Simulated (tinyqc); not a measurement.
Abrupt p-n junction, non-linear Poisson equation by Newton steps: two steps of the calculation.

One dimension, p side on the left, n side on the right; net doping C = -Na for x < 0 and +Nd for x > 0. The potential psi is counted from the intrinsic level, and the quasi-Fermi potentials are flat: 0 for holes and -V for electrons, so n = ni exp((psi + V)/Vt) and p = ni exp(-psi/Vt) (Boltzmann statistics, full ionisation, no current).

Parameters, values chosen for the exercise: temperature T = 273 K; bias of the p side against the n side V = 0 V.

Constants: q = 1.602176634e-19 C, kB = 1.380649e-23 J/K, Vt = kB T/q. Results are converted to the units shown.

Task 1. Newton step. Solve the tridiagonal system a_(i-1) d_(i-1) + b_i d_i + a_i d_(i+1) = -F_i for nodes 1 to 10, with d = 0 on fixed nodes. If the largest |d| exceeds 4 Vt, the whole step is scaled down so that it equals 4 Vt.

| interval | coupling a_i (F/cm^2) |
|---|---|
| 0 | 2.6858462e-8 |
| 1 | 7.1074433e-8 |
| 2 | 1.8791262e-7 |
| 3 | 4.9847050e-7 |
| 4 | 1.3158617e-6 |
| 5 | 3.4826472e-6 |
| 6 | 2.9936795e-6 |
| 7 | 2.5670618e-6 |
| 8 | 2.2042071e-6 |
| 9 | 1.8996257e-6 |
| 10 | 1.6324909e-6 |

| node | diagonal b (F/cm^2) | residual F (C/cm^2) |
|---|---|---|
| 1 | -3.0050020e-6 | 7.0880686e-13 |
| 2 | -1.1690351e-6 | 4.5419497e-10 |
| 3 | -7.8941471e-7 | 6.3328792e-9 |
| 4 | -1.8219942e-6 | 7.6734703e-9 |
| 5 | -4.7996006e-6 | 2.7711202e-6 |
| 6 | -9.1602907e-6 | -2.7697777e-6 |
| 7 | -9.3169023e-6 | -3.9950247e-10 |
| 8 | -9.4473574e-6 | -3.8283010e-11 |
| 9 | -9.6485495e-6 | -2.5040298e-12 |
| 10 | -1.0008051e-5 | -1.0485500e-13 |

| node | psi after iteration 1 (V) |
|---|---|
| 0 | -0.39851159 |
| 1 | -0.39840464 |
| 2 | -0.39397005 |
| 3 | -0.36561492 |
| 4 | -0.32739736 |
| 5 | -0.30441031 |
| 6 | 0.50036387 |
| 7 | 0.50468063 |
| 8 | 0.50623443 |
| 9 | 0.50670422 |
| 10 | 0.50682210 |
| 11 | 0.50684969 |

Wanted: Newton step d, before damping; psi after iteration 2.

Result 1.

| node | Newton step d, before damping (V) |
|---|---|
| 1 | 0.0017 |
| 2 | 0.0716 |
| 3 | 0.4426 |
| 4 | 0.6612 |
| 5 | 0.7420 |
| 6 | -0.0229 |
| 7 | -0.0080 |
| 8 | -0.0023 |
| 9 | -0.0005 |
| 10 | -0.0001 |

| node | psi after iteration 2 (V) |
|---|---|
| 0 | -0.3985 |
| 1 | -0.3982 |
| 2 | -0.3849 |
| 3 | -0.3095 |
| 4 | -0.2435 |
| 5 | -0.2103 |
| 6 | 0.4975 |
| 7 | 0.5037 |
| 8 | 0.5059 |
| 9 | 0.5066 |
| 10 | 0.5068 |
| 11 | 0.5068 |

Task 2. Densities, residual and Jacobian diagonal. n_i = ni exp((psi_i + V)/Vt), p_i = ni exp(-psi_i/Vt), rho_i = p_i - n_i + C_i, g_i = (n_i + p_i)/Vt. Box widths w_i = (h_(i-1) + h_i)/2 in cm. Residual F_i = a_i (psi_(i+1) - psi_i) - a_(i-1) (psi_i - psi_(i-1)) + q rho_i w_i; Jacobian: a_(i-1) and a_i beside the diagonal, b_i = -a_(i-1) - a_i - q g_i w_i on it. The two end nodes are fixed.

| node | x (nm) | psi after iteration 2 (V) | net doping C (cm^-3) |
|---|---|---|---|
| 0 | -622 | -0.39851159 | -1.6e16 |
| 1 | -233 | -0.39818975 | -1.6e16 |
| 2 | -86 | -0.38488587 | -1.6e16 |
| 3 | -30.4 | -0.30948850 | -1.6e16 |
| 4 | -9.44 | -0.24354707 | -1.6e16 |
| 5 | -1.5 | -0.21030903 | -1.6e16 |
| 6 | 1.5 | 0.49746299 | 1.6e18 |
| 7 | 4.99 | 0.50366222 | 1.6e18 |
| 8 | 9.06 | 0.50594094 | 1.6e18 |
| 9 | 13.8 | 0.50663453 | 1.6e18 |
| 10 | 19.3 | 0.50680887 | 1.6e18 |
| 11 | 25.7 | 0.50684969 | 1.6e18 |

| interval | coupling a_i (F/cm^2) |
|---|---|
| 0 | 2.6858462e-8 |
| 1 | 7.1074433e-8 |
| 2 | 1.8791262e-7 |
| 3 | 4.9847050e-7 |
| 4 | 1.3158617e-6 |
| 5 | 3.4826472e-6 |
| 6 | 2.9936795e-6 |
| 7 | 2.5670618e-6 |
| 8 | 2.2042071e-6 |
| 9 | 1.8996257e-6 |
| 10 | 1.6324909e-6 |

ni = 7.0356920e8 cm^-3

Wanted: n; p; residual F; diagonal b.

Result 2.

| node | n (cm^-3) | p (cm^-3) |
|---|---|---|
| 0 | 30.938 | 1.6000e16 |
| 1 | 31.364 | 1.5783e16 |
| 2 | 55.212 | 8.9656e15 |
| 3 | 1361.2 | 3.6365e14 |
| 4 | 22452 | 2.2048e13 |
| 5 | 92225 | 5.3674e12 |
| 6 | 1.0736e18 | 0.46108 |
| 7 | 1.3973e18 | 0.35427 |
| 8 | 1.5394e18 | 0.32157 |
| 9 | 1.5854e18 | 0.31222 |
| 10 | 1.5972e18 | 0.30992 |
| 11 | 1.6000e18 | 0.30938 |

| node | residual F (1e-6 C/cm^2) | diagonal b (F/cm^2) |
|---|---|---|
| 1 | 0.0000 | -2.9786e-6 |
| 2 | 0.0018 | -8.7752e-7 |
| 3 | 0.0091 | -6.9586e-7 |
| 4 | 0.0072 | -1.8145e-6 |
| 5 | 2.4198 | -4.7985e-6 |
| 6 | -2.4190 | -8.8489e-6 |
| 7 | -0.0004 | -9.1578e-6 |
| 8 | 0.0000 | -9.3894e-6 |
| 9 | 0.0000 | -9.6321e-6 |
| 10 | 0.0000 | -1.0004e-5 |

Numbers from tinyqc (`OMP_NUM_THREADS=1 python tinyqc.py 2000123 2000124 out.jsonl`; about 0.02 s on one thread of a shared Intel Xeon 2.30GHz).
